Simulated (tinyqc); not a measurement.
Internal photoemission over an interface barrier: one step of the calculation.

Electrons are excited from the valence band of a semiconductor over the barrier Phi(F) = P0 - sqrt(q F/(4 pi eps0 ei)), whose top lies at xm = sqrt(q/(16 pi eps0 ei F)). The yield is Y = A (hv - Phi)^p exp(-xm/l), with A = 1 here.

Problem. Barrier in the field. Lowering P0 - Phi, barrier, position of its top, scattering factor and threshold wavelength.

Parameters, values chosen for the exercise; dielectric values close to those of aluminium oxide:
```
symbol  value   unit                              meaning
P0       4.23     eV                barrier at zero field
ei       3.73                    image-force permittivity
l         3.5     nm  scattering length in the image well
F         1.4  MV/cm              field in the dielectric
```

Constants: q = 1.602176634e-19 C, h = 6.62607015e-34 J s, c = 299792458 m/s, eps0 = 8.8541878128e-14 F/cm where lengths are in cm. Results are converted to the units shown.

Give: lowering; Phi; xm; exp(-xm/l); threshold wavelength h c/(q Phi).

Solution.

lowering = 232.5 meV
Phi = 3.998 eV
xm = 0.8303 nm
exp(-xm/l) = 0.7888
threshold wavelength h c/(q Phi) = 310.2 nm

Program tinyqc, `OMP_NUM_THREADS=1 python tinyqc.py 2410005 2410006 out.jsonl`; Intel Xeon 2.30GHz, shared host, one thread, about 0.01 s.
